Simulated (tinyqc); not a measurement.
Worked calculation: Lorentz oscillators and the Kramers-Kronig relations. Values are carried at full precision from step to step, so a last printed digit may differ when a step is redone from the rounded ones.

eps(E) = 1 + sum_j S_j/(E0_j^2 - E^2 - i G_j E).

Constants: hbar c = 1973.269805 eV angstrom; hbar^2/2m0 = 3.80998211 eV angstrom^2; e^2/(4 pi eps0) = 14.39964547 eV angstrom.

Inputs chosen for the exercise (line positions loosely like those of HfO2; Lorentz tails absorb below the gap, where the real solid is clear; not measured data): E0 = (6.64, 8.47, 11.79) eV (resonances); G = (0.62, 1.2, 4.19) eV (widths); S = (33.3, 66.5, 96.2) eV^2 (strengths); E = 18.81 eV (photon energy); h = 0.4 eV (grid step); M = 40 (grid points E_j = j h); i = 12 (grid index at which eps1 is wanted).

## Dielectric function at one energy

Evaluate each oscillator and the sum.

terms: [-0.1074+0.0040i, -0.2343+0.0187i, -0.3947+0.1448i]

eps(E) = 0.2637+0.1676i
eps(0) = 3.3743

## Optical constants

n + i k = sqrt(eps1 + i eps2) with k >= 0; R = ((n - 1)^2 + k^2)/((n + 1)^2 + k^2) at normal incidence from vacuum; alpha = 2 E k/(hbar c), times 1e8 for 1/cm; loss function Im(-1/eps) = eps2/(eps1^2 + eps2^2).

Convert eps at the photon energy E into the optical constants.

n = 0.5367
k = 0.1561
R = 0.1002
alpha = 2.98e+05 1/cm
loss function = 1.7169
vacuum wavelength hc/E (hc = 1239.841984 eV nm) = 65.9 nm

The intensity falls to 1/e within 33.6 nm.

## Absorptive part on the grid

Tabulate eps2 at E_j = j h.

eps2(E_j), j = 1 .. M: [0.0189, 0.0382, 0.0585, 0.0804, 0.1045, 0.1318, 0.1635, 0.2017, 0.2491, 0.3105, 0.3945, 0.5182, 0.7214, 1.1167, 2.1378, 5.9309, 7.3159, 3.4200, 3.3293, 5.0678, 7.3178, 5.7248, 3.4950, 2.4932, 2.1419, 2.0825, 2.1452, 2.2183, 2.2155, 2.0957, 1.8770, 1.6125, 1.3511, 1.1199, 0.9271, 0.7708, 0.6455, 0.5452, 0.4646, 0.3992]

## eps1 at one grid point

Kramers-Kronig: eps1(E) = 1 + (2/pi) P integral_0^infinity E1 eps2(E1)/(E1^2 - E^2) dE1. Maclaurin rule on the grid E_j = j h, j = 1 .. M: eps1(E_i) = 1 + (4 h/pi) sum over j with j - i odd of E_j eps2(E_j)/(E_j^2 - E_i^2); nothing is added above E_M.

List the terms E_j eps2_j/(E_j^2 - E_i^2) for j - i odd, add them and form eps1.

terms in order of j (1/eV): [-0.0003, -0.0033, -0.0110, -0.0301, -0.0889, -0.4716, 0.9378, 0.9897, 2.1443, 0.7288, 1.2936, 0.5220, 0.2783, 0.2475, 0.2305, 0.1780, 0.1180, 0.0750, 0.0487, 0.0329]

sum = 7.220 1/eV
eps1(E_i) = 4.677

The oscillator formula gives 4.703 at E_i = 4.8 eV. The rule samples every 2h = 0.8 eV against a narrowest width of 0.62 eV and stops at 16 eV; coarse sampling and the missing tail make the difference.

## The f-sum on the grid

W(E_M) = (2/pi) h sum_j E_j eps2_j, with half weight on the last point; the full integral equals sum S_j = (hbar omega_p)^2, and the electron density follows from (hbar omega_p)^2 = 8 pi c (e^2/(4 pi eps0)) N with c = hbar^2/2m0.

W(E_M) = 165.13 eV^2
sum S = 196.00 eV^2
share reached on this grid (a step near the line widths can inflate it) = 0.842
hbar omega_p = 14.000 eV
N = 1.42e+23 1/cm^3

## Checks

- The value of eps1 at 18.858 eV from a fine, long grid (with the tail of eps2 ~ 1/E^3 added) against the oscillator formula: both 0.269.

Run: tinyqc, `OMP_NUM_THREADS=1 python tinyqc.py 1652178 1652179 out.jsonl`; Intel(R) Xeon(R) Processor @ 2.30GHz, one thread, shared host; about 0.2 s of CPU time with all checks.
